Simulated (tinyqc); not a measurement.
Probe couplings from its potential.

Problem. One voltage probe p sits between leads L (mu = 1) and R (mu = 0) without magnetic field: mu_p = T_pL/(T_pL + T_pR), T_eff = T_RL + T_pL T_pR/(T_pL + T_pR). Find T_pL and T_pR.

T_RL = 0.09
mu_p = 0.50588235
T_eff = 0.30247059

Answer. T_eff - T_RL equals T_pL (1 - mu_p) and also T_pR mu_p.

T_pL = 0.4300
T_pR = 0.4200

Numbers from tinyqc (`OMP_NUM_THREADS=1 python tinyqc.py 2700129 2700130 out.jsonl`; about 0.01 s on one thread of a shared Intel Xeon 2.30GHz).
